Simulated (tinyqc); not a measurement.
MOS capacitor on a p-type substrate, surface potential from the exact charge relation: two steps of the calculation.

Uniform p-type substrate, Boltzmann statistics, full ionisation, classical densities. psi is the surface potential against the body (positive when the bands bend down) and u = psi/Vt. Traps are spread evenly over the gap and neutral at flat band, so their charge is -q Dit psi; the minority quasi-Fermi level is shifted by Vb.

Parameters, values chosen for the exercise; band and dielectric values close to those of silicon: temperature T = 300 K; band gap Eg = 1.11 eV; relative permittivity eps_r = 11.6; conduction-band density of states at T Nc = 2.75e19 cm^-3; valence-band density of states at T Nv = 2.61e19 cm^-3; electron affinity chi = 4.09 eV; acceptor density of the substrate N = 8.9e17 cm^-3; relative permittivity of the gate insulator (close to hafnium oxide) eox = 22.3; insulator thickness tox = 6.9 nm; gate work function phiM = 4.6 eV; fixed charge at the interface, in units of q Nf = -2.1e10 cm^-2; density of interface traps Dit = 0 cm^-2 eV^-1; reverse bias of the inversion layer against the body Vb = 0 V; gate voltage against the body Vg = -0.94 V.

Constants: q = 1.602176634e-19 C, kB = 1.380649e-23 J/K, Vt = kB T/q, eps0 = 8.8541878128e-14 F/cm where lengths are in cm. Results are converted to the units shown.

Task 1. Flat band, threshold and scales. ni = sqrt(Nc Nv) exp(-Eg/(2 Vt)), Eg in volts; phiF = Vt ln(N/ni); Cox = eps0 eox/tox; Vfb = phiM - chi - (Eg - Vt ln(Nv/N)) - q Nf/Cox; Q0 = sqrt(2 eps0 eps_r q N Vt); r = (ni/N)^2 exp(-Vb/Vt); VT = Vfb + [(2 phiF + Vb)(1 + q Dit/Cox) + sqrt(2 eps0 eps_r q N (2 phiF + Vb))/Cox].

Wanted: ni; phiF; Cox; Vfb; Q0; r; VT.

Result 1.

ni = 1.2717e10 cm^-3
phiF = 0.46698 V
Cox = 2.8616 uF/cm^2
Vfb = -0.51148 V
Q0 = 87.019 nC/cm^2
r = 2.0418e-16
VT = 0.60527 V

Task 2. Newton step for the surface potential. u = psi/Vt; F^2 = exp(-u) + u - 1 + r (exp(u) - u - 1); Qs = -sign(u) Q0 F; Cs = -dQs/dpsi = (Q0/Vt) |1 - exp(-u) + r (exp(u) - 1)|/(2 F). f = Vfb + psi + (q Dit psi - Qs)/Cox - Vg, f' = 1 + (Cs + q Dit)/Cox, psi(new) = psi - f/f'.

psi after iteration 2 = -0.12108102 V
Cox = 2.8615708 uF/cm^2
Vfb = -0.51148404 V
Q0 = 87.019309 nC/cm^2
r = 2.0418033e-16

Find: u; F; Qs; Cs; f; f'; psi after iteration 3.

Result 2.

u = -4.684
F = 10.12
Qs = 880.9 nC/cm^2
Cs = 17.82 uF/cm^2
f = -4.055e-4 V
f' = 7.226
psi after iteration 3 = -0.1210 V

Program tinyqc, `OMP_NUM_THREADS=1 python tinyqc.py 2060001 2060002 out.jsonl`; Intel Xeon 2.30GHz, shared host, one thread, about 0.01 s.
